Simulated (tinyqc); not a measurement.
X-ray photoelectron analysis of a thin oxide on a semiconductor: attenuation lengths, thickness, angle series and band offsets: one step, computed by the program tinyqc.

The same element is seen in the oxide and in the substrate, at nearly the same kinetic energy; films are flat and uniform, and the work function is ignored.

Problem. Band offsets by core levels. Valence band offset = (E_core - E_v)(substrate) - (E_core - E_v)(oxide) + (core level separation at the interface, oxide less substrate). The separation is made here from the given offset; a uniform field F that raises the binding energy towards the surface shifts the oxide peak by e F <z>, <z> = d/(1 - exp(-x)) - d/x, x = d/(L_o cos theta), being the mean distance from the interface. Conduction band offset = oxide gap - substrate gap - valence band offset.

Inputs (values chosen for the exercise, modelled on SiO2 on silicon):
```
quantity                                       value     unit
oxide gap                                       8.89       eV
substrate gap                                   1.12       eV
oxide thickness d                                8.3       nm
emission angle from the normal                    60  degrees
valence band offset used to make the data       4.54       eV
core level less valence band top, substrate    98.94       eV
core level less valence band top, thick oxide  98.26       eV
field in the oxide                             0.058    MV/cm
```

d/(L_o cos theta) = 4.940239

Give: separation without field; <z>; separation with field; apparent valence band offset; true conduction band offset; apparent conduction band offset.

Solution.

separation without field = 3.86 eV

<z> = 6.6797 nm

separation with field = 3.8987 eV

apparent valence band offset = 4.5787 eV

true conduction band offset = 3.23 eV

apparent conduction band offset = 3.1913 eV

The field biases both offsets by 0.039 eV, in opposite directions. Caution: beyond about 60 degrees elastic scattering and roughness make a single attenuation length unreliable.
